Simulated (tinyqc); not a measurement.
Changing the anneal temperature: implant damage, amorphisation by cascade overlap, and solid-phase epitaxial regrowth. Computed by tinyqc, a small Python program. Command: `OMP_NUM_THREADS=1 python tinyqc.py 3111066 3111067 out.jsonl sper sweep`. One thread of a shared host (Intel(R) Xeon(R) Processor @ 2.30GHz), about 0.02 s of CPU time with the checks.

Range and width of the damage are inputs. Dynamic annealing enters only through the surviving share f.

Inputs (values chosen for the exercise, modelled on germanium ions in silicon):

| quantity | value | unit |
|---|---|---|
| atomic density N | 49.9 | 1/nm^3 |
| ion Z1 | 32 | - |
| ion mass M1 | 72.6 | u |
| target Z2 | 14 | - |
| target mass M2 | 28.09 | u |
| ion energy E | 36 | keV |
| displacement energy E_d | 14 | eV |
| depth of the damage peak R_d | 20 | nm |
| width of the damage profile s_d | 10 | nm |
| share of defects that survive f | 0.9 | - |
| critical displaced share x_c | 0.17 | - |
| dose Q | 7.8e+14 | 1/cm^2 |
| regrowth prefactor v0 | 3.5e+15 | nm/s |
| regrowth energy E_a | 2.68 | eV |
| rate relative to (100) | 0.33 | - |
| peak enhancement by the dopant | 10 | - |

Constants: a_0 = 0.529177210903 angstrom; e^2/(4 pi eps_0) = 14.39964548 eV angstrom; k_B = 8.617333262e-05 eV/K.

Method:
- Robinson partition: eps = E a M2/(Z1 Z2 (e^2/(4 pi eps_0)) (M1 + M2)), a = 0.8853 a_0/sqrt(Z1^(2/3) + Z2^(2/3)); k = 0.0793 Z1^(2/3) Z2^(1/2) (M1 + M2)^(3/2)/((Z1^(2/3) + Z2^(2/3))^(3/4) M1^(3/2) M2^(1/2)); damage energy T_d = E/(1 + k (eps + 0.40244 eps^(3/4) + 3.4008 eps^(1/6))); displacements nu = 0.8 T_d/(2 E_d).
- Displaced share x(z) = f nu Q exp(-(z - R_d)^2/(2 s_d^2))/(sqrt(2 pi) s_d N); the layer is amorphous where x > x_c, between R_d -/+ s_d sqrt(2 ln(x_max/x_c)), the upper edge being cut at the surface. Threshold dose Q_c = Q x_c/x_max.
- v = v0 x orientation factor x exp(-E_a/(k_B T)) x [1 + (enhancement - 1) exp(-(z - R_d)^2/(2 s_d^2))], T = anneal temperature + 273.15 K; the dopant is taken to follow the damage profile; the lower front moves from the lower edge z2 to the surface, or to the middle (z1 + z2)/2 of a buried layer with upper edge z1; time = int dz/v; the equivalent undoped distance is that time times the undoped velocity.

One run for each value:

| anneal temperature (C) | undoped velocity (nm/s) | time with enhancement (s) | time without enhancement (s) |
|---|---|---|---|
| 437 | 1.1046e-04 | 9.9653e+04 | 4.1148e+05 |
| 467 | 6.5180e-04 | 1.6889e+04 | 6.9734e+04 |
| 497 | 3.3493e-03 | 3.2866e+03 | 1.3571e+04 |
| 527 | 1.5223e-02 | 7.2313e+02 | 2.9859e+03 |
| 557 | 6.2016e-02 | 1.7750e+02 | 7.3292e+02 |
| 587 | 2.2907e-01 | 4.8055e+01 | 1.9842e+02 |
| 617 | 7.7478e-01 | 1.4208e+01 | 5.8665e+01 |
| 647 | 2.4204e+00 | 4.5480e+00 | 1.8779e+01 |
| 677 | 7.0363e+00 | 1.5644e+00 | 6.4597e+00 |
| 707 | 1.9162e+01 | 5.7446e-01 | 2.3720e+00 |

Describe the trends.

Over the rows, undoped velocity (nm/s) rises from 1.10e-4 to 19.2; time with enhancement (s) falls from 99700 to 0.574; time without enhancement (s) falls from 411000 to 2.37.
